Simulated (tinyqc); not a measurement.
Pair lines: donor-acceptor pair recombination.

h nu = Eg - ED - EA + q/(eps R), q = e^2/(4 pi eps0); shell j lies at R = a_lat sqrt(j/2) for the same sublattice and a_lat sqrt(j/2 - 5/16) for opposite ones (on the same sublattice shells 14, 30, 46, 56, 62, ... are empty, where 2j has the form 4^a (8b + 7)); rate W = W0 exp(-2R/aD) with the donor radius aD = q/(2 eps ED). Polarisation and overlap terms, which matter for close pairs, are left out.

Constants: e^2/(4 pi eps0) = 14.39964547 eV angstrom.

Values chosen for the exercise (near those of impurities in Ge; not measured data):
- a_lat = 5.658 angstrom (lattice constant)
- Eg = 0.746 eV (gap)
- ED = 12.5 meV (donor binding)
- EA = 10.5 meV (acceptor binding)
- eps = 16.5 (dielectric constant)
- W0 = 15 x 1e7/s (rate at zero distance)
- kind = opposite (sublattices of donor and acceptor)
- shells = (188, 250, 260, 522, 1260, 1380, 2368) (shell numbers)

Energy, rate and lifetime for each shell.

Lines:

| shell | R (angstrom) | Coulomb (meV) | h nu (eV) | step to the next shell (meV) | 1/W (microsecond) |
|---|---|---|---|---|---|
| 188 | 54.77 | 15.9 | 0.7389 | 0.042 | 0.154 |
| 250 | 63.18 | 13.8 | 0.7368 | 0.028 | 0.249 |
| 260 | 64.43 | 13.5 | 0.7365 | 0.026 | 0.267 |
| 522 | 91.35 | 9.6 | 0.7326 | 0.0091 | 1.25 |
| 1260 | 141.98 | 6.1 | 0.7291 | 0.0024 | 22.7 |
| 1380 | 148.59 | 5.9 | 0.7289 | 0.0021 | 33.2 |
| 2368 | 194.66 | 4.5 | 0.7275 | 0.00095 | 465 |

limit for distant pairs = 0.7230 eV
aD = 34.9 angstrom

The lines crowd together, on average as R^-3: the step falls from 0.042 to 0.00095 meV, so distant pairs merge into a band. Close pairs emit higher and 3.03e+03 times faster over this table, so the band shifts to lower energy with delay and to higher energy with stronger pumping. All these lines lie below Eg, and R/aD runs from 1.6 up.

tinyqc: `OMP_NUM_THREADS=1 python tinyqc.py 1282039 1282040 out.jsonl`; about 0.06 s, one thread, shared Intel(R) Xeon(R) Processor @ 2.30GHz.
